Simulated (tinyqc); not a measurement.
# From bias voltage V_b back to absorbed power P

Model: global model of a low-pressure process discharge: electron temperature, density, ion flux and ion energy. Computed by tinyqc, a small Python program. Command: `OMP_NUM_THREADS=1 python tinyqc.py 3114022 3114023 out.jsonl plasma inv`. One thread of a shared host (Intel(R) Xeon(R) Processor @ 2.30GHz), about 0.02 s of CPU time with the checks.

Maxwellian electrons with temperature T_e in eV, one positive ion, no negative ions, uniform bulk density n; rate constants have the Arrhenius form.

Inputs (values chosen for the exercise, of the order of those of an inductive discharge in a simple atomic gas): ion mass M = 19 u; ionisation prefactor K0 = 3.4e-14 m^3/s; ionisation energy E_iz = 16 eV; excitation prefactor X0 = 2.5e-14 m^3/s; excitation energy E_ex = 8.7 eV; elastic rate constant K_el = 1e-13 m^3/s; ion-neutral cross section = 7.9e-19 m^2; pressure p = 3.7 Pa; gas temperature T_g = 400 K; radius R = 20 cm; height L = 4.2 cm; bias power P_b = 99 W; radius of the biased electrode = 7.5 cm; bias frequency = 27 MHz.

Constants: k_B = 1.380649e-23 J/K; e = 1.602176634e-19 C; u = 1.6605390666e-27 kg; m_0 = 9.1093837015e-31 kg; eps_0 = 8.8541878128e-12 F/m.

Method:
- n_g = p/(k_B T_g); lambda_i = 1/(n_g sigma); h_L = 0.86/sqrt(3 + L/(2 lambda_i)), h_R = 0.8/sqrt(4 + R/lambda_i); A_eff = 2 pi R^2 h_L + 2 pi R L h_R; d_eff = pi R^2 L/A_eff.
- Particle balance: K0 exp(-E_iz/T_e) n_g d_eff = u_B, u_B = sqrt(e T_e/M).
- Root found by bracketing.
- E_c = E_iz + (X0 exp(-E_ex/T_e) E_ex + K_el (3 m_0/M) T_e)/K_iz; wall potential V_s = (T_e/2) ln(M/(2 pi m_0)); E_T = E_c + 2 T_e + T_e/2 + V_s; n = P/(e u_B A_eff E_T); ion current density J = e h_L n u_B; ionised share n/n_g.
- All bias power goes to ions: V_b = P_b/(J pi r^2). Debye length at the sheath edge lambda_D = sqrt(eps_0 T_e/(e h_L n)); Child-law sheath s = (sqrt2/3) lambda_D (2 V/T_e)^(3/4), V = V_b + V_s; ion transit time tau_i = 3 s sqrt(M/(2 e V)); collisions in the sheath s/lambda_i.

Problem. A run gave the result below. Find the absorbed power P, known to lie between 250 and 610 W.

bias voltage V_b = 492.2137 V

Solution.

Each step takes the trial c = (a f_b - b f_a)/(f_b - f_a), f being the result less the target and a, b, c the logarithms of the listed values; c replaces end b, the old b replaces a if the sign of f changed, and otherwise f_a is halved.

Scan of the range:
```
absorbed power P (W)  bias voltage V_b (V)
250                                885.197
290                                763.101
337                                656.674
391                                565.983
453                                488.519
526                                420.721
610                                362.786
```

False position (Illinois rule, in the logarithm of the input) inside the bracket:
```
step    end a    end b    trial  bias voltage V_b (V)
1     391.000  453.000  449.831               491.961
2     391.000  449.831  449.402               492.431
3     449.831  449.402  449.600               492.214
4     449.402  449.600  449.600               492.214
```

Bias voltage V_b falls at every point of a 13-point scan of the range (every second point is shown), so one value fits; it is bracketed by 391 and 453. The scan shows a pure power law with exponent -1.0000, so scaling from any one row also gives the answer directly. Answer: absorbed power P = 449.6 W.
